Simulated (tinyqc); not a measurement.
Surface photovoltage measurement of the minority-carrier diffusion length in a wafer: one step, computed by the program tinyqc. Command: `OMP_NUM_THREADS=1 python tinyqc.py 3130526 3130527 out.jsonl spv walk`. One thread of a shared host (Intel(R) Xeon(R) Processor @ 2.30GHz), about 0.01 s of CPU time with the checks.

Low injection, steady light, a depletion layer much thinner than 1/alpha and L. The excess density dn is taken at the front edge of the neutral region; light that reaches the back is lost.

Task: One wavelength. alpha = (84.732/lambda - 76.417)^2 per cm with lambda in micrometre (an empirical fit for silicon between 0.7 and 1.05 micrometre). Thick wafer: dn = Phi L/((S_f + D/L)(L + 1/alpha)). Finite wafer, with s = S_b L/D, w = W/L, a = alpha L: dn = [Phi a/(a^2 - 1)] [a - B - exp(-alpha W)(a - s)/(cosh w + s sinh w)]/(S_f + B D/L), B = (sinh w + s cosh w)/(cosh w + s sinh w). Photovoltage V = (k_B T/e) ln(1 + dn/n_0). Lifetime = L^2/D.

Inputs (values chosen for the exercise, modelled on p-type silicon at room temperature):

| quantity | value | unit |
|---|---|---|
| diffusion length L | 330 | micrometre |
| wafer thickness W | 525 | micrometre |
| diffusivity D | 30.9 | cm^2/s |
| front recombination velocity S_f | 57000 | cm/s |
| back recombination velocity S_b | 300000 | cm/s |
| photon flux entering | 2.8e+11 | 1/(cm^2 s) |
| minority density at the surface barrier scale n_0 | 1.4e+08 | 1/cm^3 |
| temperature T | 298 | K |
| wavelength | 964 | nm |

Constants: k_B = 8.617333262e-05 eV/K.

Give: alpha; penetration depth 1/alpha; dn, thick wafer; B; dn, finite wafer; photovoltage V; lifetime.

Result:

alpha = 131.8 1/cm

penetration depth 1/alpha = 75.89 micrometre

dn, thick wafer = 3.929e+06 1/cm^3

B = 1.086

dn, finite wafer = 3.823e+06 1/cm^3

photovoltage V = 0.6919 mV

lifetime = 35.24 microsecond
